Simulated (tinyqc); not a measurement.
MOS structure on a p-type body with a doping step (retrograde), non-linear Poisson equation by Newton steps: one step of the calculation.

One dimension, insulator interface at x = 0, acceptor density N1 for x < x1 and Na beyond, net doping C = -(acceptor density). psi is counted from the intrinsic level: n = ni exp((psi - Vb)/Vt), p = ni exp(-psi/Vt); deep in the body psi_b = -Vt ln(Na/ni). The gate acts through Cox = eps0 eox/tox and has the potential psi_G = Vg - (phiM - chi - Vt ln(Nc/ni)). Boltzmann statistics, full ionisation, classical densities, no oxide or interface charge.

Problem. Converged densities and sheet charges. n and p as above; box widths w_i (half boxes at both ends); band bending psi_0 - psi_b; N_inv = sum w n; N_dep = -sum w (p + C); centroid sum w n x/N_inv; gate charge Cox (psi_G - psi_0)/q.

Parameters, values chosen for the exercise; band and dielectric values close to those of silicon:

| symbol | value | unit | meaning |
|---|---|---|---|
| T | 300 | K | temperature |
| Eg | 1.1 | eV | band gap |
| Nc | 2.79e19 | cm^-3 | conduction-band density of states at T |
| Nv | 2.63e19 | cm^-3 | valence-band density of states at T |
| chi | 4.1 | eV | electron affinity |
| eox | 3.9 |  | relative permittivity of the gate insulator (close to silicon dioxide) |
| tox | 4.4 | nm | insulator thickness |
| phiM | 4.59 | eV | gate work function |
| Vb | 0 | V | electron quasi-Fermi potential against the body |
| Vg | 0.68 | V | gate voltage against the body |

Constants: q = 1.602176634e-19 C, kB = 1.380649e-23 J/K, Vt = kB T/q, eps0 = 8.8541878128e-14 F/cm where lengths are in cm. Results are converted to the units shown.

```
node,x (nm),converged psi (V),net doping C (cm^-3)
0,0,0.49697730,-1.4e15
1,0.8,0.48392719,-1.4e15
2,2.22,0.46589281,-1.4e15
3,4.74,0.44193570,-1.4e15
4,9.23,0.40936962,-1.4e15
5,17.2,0.36069903,-1.4e15
6,31.3,0.27923669,-1.4e15
7,56.4,0.13587009,-1.4e15
8,101,-0.11550431,-2.8e16
9,180,-0.34935255,-2.8e16
10,321,-0.37179202,-2.8e16
11,571,-0.37227659,-2.8e16
```

ni = 1.5602229e10 cm^-3

Wanted: n; p; band bending; N_inv; N_dep; centroid of the electrons; gate charge over q.

Solution.

```
node,n (cm^-3),p (cm^-3)
0,3.4837e18,69.877
1,2.1028e18,115.76
2,1.0467e18,232.56
3,4.1436e17,587.48
4,1.1757e17,2070.5
5,1.7892e16,13605
6,7.6587e14,3.1785e5
7,2.9902e12,8.1408e7
8,1.7898e8,1.3601e12
9,21102,1.1536e16
10,8858.4,2.7480e16
11,8693.9,2.8000e16
```

band bending = 0.86925 V
N_inv = 8.1871e11 cm^-2
N_dep = 3.7532e11 cm^-2
centroid of the electrons = 2.9268 nm
gate charge over q = 1.1942e12 cm^-2

N_inv + N_dep is 0.010 % below the gate charge.

Computed by the program tinyqc: `OMP_NUM_THREADS=1 python tinyqc.py 2080095 2080096 out.jsonl`, one thread of a shared Intel Xeon 2.30GHz, about 0.3 s for the whole run.
